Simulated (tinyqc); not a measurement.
Which input was changed? Model: heavy doping: band filling, gap narrowing, band tails and the effective intrinsic density. Computed by tinyqc, a small Python program. Command: `OMP_NUM_THREADS=1 python tinyqc.py 3027880 3027881 out.jsonl gapnarrow which`. One thread of a shared host (Intel(R) Xeon(R) Processor @ 2.30GHz), about 0.1 s of CPU time with the checks.

An n-type crystal above its Mott density, with all dopants ionised: n = N_D - N_A, ionised centres N_I = N_D + N_A. Valleys are taken as spherical with mass m_e.

Inputs (values chosen for the exercise, modelled on germanium):
```
quantity                      value   unit
gap E_g                       0.657     eV
electron mass m_e             0.227    m_0
valleys M_c                       4      -
dielectric constant eps        16.8      -
donor density N_D           1.1e+20  cm^-3
compensation ratio N_A/N_D        0      -
temperature T                   150      K
```

Conduction band: parabolic.

Constants: a_0 = 0.529177210903 angstrom; Ry = 13.605693123 eV; k_B = 8.617333262e-05 eV/K; hbar^2/(2 m_0) = 3.80998212 eV angstrom^2; e = 1.602176634e-19 C; eps_0 = 8.8541878128e-12 F/m; e^2/(4 pi eps_0) = 14.39964548 eV angstrom.

Method:
- n = N_D (1 - ratio); Ry* = Ry m_e/eps^2, a* = a_0 eps/m_e; r_s = (3/(4 pi n))^(1/3)/a*; k_F = (3 pi^2 n/M_c)^(1/3); Mott density (0.26/a*)^3.
- n = M_c (1/(2 pi^2)) (m_e/(hbar^2/2m_0))^(3/2) int sqrt(E) f dE, f = 1/(1 + exp((E - E_F)/k_B T)); trapezoid rule in t = sqrt(E/k_B T), step 0.02 up to 12; E_F by bisection from the band edge.
- At T = 0, E_F = (hbar^2/2m_0) k_F^2/m_e; dn/dE_F uses f (1 - f)/k_B T in place of f.
- Screening: q^2 = (e/(eps eps_0)) dn/dE_F. Exchange lowers the conduction band by (1/pi) k_F e^2/(4 pi eps_0 eps) (T = 0 Hartree-Fock at k_F, taken as a rigid shift). Screening raises the valence band by (q/2) e^2/(4 pi eps_0 eps) (static Coulomb hole). The narrowing is the sum; electron correlation and carrier-ion shifts are left out. Root-mean-square potential of randomly placed ions: V_rms = (e^2/(4 pi eps_0 eps)) sqrt(2 pi N_I/q).

Task: One of these inputs alone was changed, within the range given: electron mass m_e (0.1135 to 0.454); dielectric constant eps (8.4 to 33.6); temperature T (75 to 300); gap E_g (0.3285 to 1.314). Which one, and to what value?

Results:
```
run     gap narrowing (meV)  V_rms (meV)  E_F above the band edge (meV)
before             72.54604     67.99331                       145.4017
after              49.10594     54.43357                       145.4017
```

Result:

Each candidate set to reproduce gap narrowing, and what it then gives:
```
candidate                 range searched  value needed  V_rms (meV)  E_F above the band edge (meV)
electron mass m_e (m_0)  0.1135 to 0.454  out of reach            -                              -
dielectric constant eps      8.4 to 33.6         22.60       54.434                         145.40
temperature T (K)              75 to 300  out of reach            -                              -
gap E_g (eV)             0.3285 to 1.314     no effect            -                              -
```

Only dielectric constant eps fits every result: it went from 16.8 to 22.6. No other candidate reaches the first result within its range.

Caution: the screening length is well below a*, where static Thomas-Fermi screening overstates the Coulomb hole. Caution: E_F exceeds a tenth of the gap, so the parabolic band overstates it, by tens of per cent once E_F nears E_g; higher valleys may fill as well.
